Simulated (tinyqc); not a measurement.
Floating body of a partially depleted SOI transistor: body voltage and kink: two steps of the calculation.

Source at 0 V. Channel current Ic = 2 nf K Vt^2 [F(0) - F(Vd)](1 + la Vd), F(V) = ln^2(1 + exp((Vg - VT - nf V)/(2 nf Vt))), VT = VT0 - gb Vb. Saturation voltage Vs = 2 Vt sqrt(F(0)) + 3 Vt, excess Ve = (Vd - Vs + sqrt((Vd - Vs)^2 + 0.0004 V^2))/2, multiplication M1 = Ai Ve exp(-Bl/Ve). Each junction passes D(v) = J1 (exp(v/Vt) - 1) + J2 (exp(v/(2 Vt)) - 1). Bipolar current Ib = bb J1 (exp(Vb/Vt) - 1). The body settles where M1 (Ic + Ib) = D(Vb) + D(Vb - Vd) + Vb/Rb; drain current Id = (1 + M1)(Ic + Ib) - D(Vb - Vd).

Parameters, values chosen for the exercise; values of the order met in partially depleted silicon-on-insulator transistors:
- T = 358 K (temperature)
- VT0 = 0.44 V (threshold at zero body voltage)
- gb = 0.13 (fall of the threshold per volt of body voltage)
- nf = 1.48 (slope factor)
- K = 500 uA/(V^2 um) (gain factor per width)
- la = 0.1 1/V (channel-length modulation factor)
- Ai = 3.36 1/V (impact-ionisation prefactor)
- Bl = 7 V (impact-ionisation voltage)
- J1 = 1.4e-10 uA/um (diffusion saturation current of each junction)
- J2 = 1.7e-7 uA/um (recombination saturation current of each junction)
- bb = 0.5 (gain of the lateral bipolar transistor on the diffusion current)
- Rb = 1e9 kohm um (resistance of a weak body tie to the source (1e9 stands for no tie, and the term is then dropped))
- Vg = 0.97 V (gate voltage)
- Vd = 2.1 V (drain voltage)

Constants: q = 1.602176634e-19 C, kB = 1.380649e-23 J/K, Vt = kB T/q. Results are converted to the units shown.

Task 1. New Vb. Current into the body I_in = M1 (Ic + Ib) - D(Vb - Vd), current out I_out = D(Vb) + Vb/Rb; f = ln(I_in/I_out), s = df/dVb by central differences over 1e-5 V, Vb(new) = Vb - f/s.

Vb after iteration 1 = 0.74504220 V

Find: Ic; Ve; M1; I_in; I_out; f; s; Vb after iteration 2.

Result 1.

Ic = 80.34 uA/um
Ve = 1.584 V
M1 = 0.06408
I_in = 5.286 uA/um
I_out = 4.340 uA/um
f = 0.1971
s = -31.35 1/V
Vb after iteration 2 = 0.7513 V

Task 2. Drain current with floating and with grounded body. Id and VT at the converged Vb, Id at Vb = 0, their ratio, and the bipolar share Ib/(Ic + Ib).

converged Vb = 0.75134624 V

Find: VT; Id, floating; Id, grounded; ratio; bipolar share.

Result 2.

VT = 0.3423 V
Id, floating = 88.51 uA/um
Id, grounded = 62.04 uA/um
ratio = 1.427
bipolar share = 3.178 %

The body rises to 0.751 V and lowers the threshold by 97.7 mV.

Range of the model: The multiplication law is an empirical form chosen for the exercise; self-heating and capacitive coupling to the body are left out, and the linear laws are rough once Vb passes about 0.7 V or M1 about 0.1.

Program tinyqc, `OMP_NUM_THREADS=1 python tinyqc.py 2182079 2182080 out.jsonl`; Intel Xeon 2.30GHz, shared host, one thread, about 0.2 s.
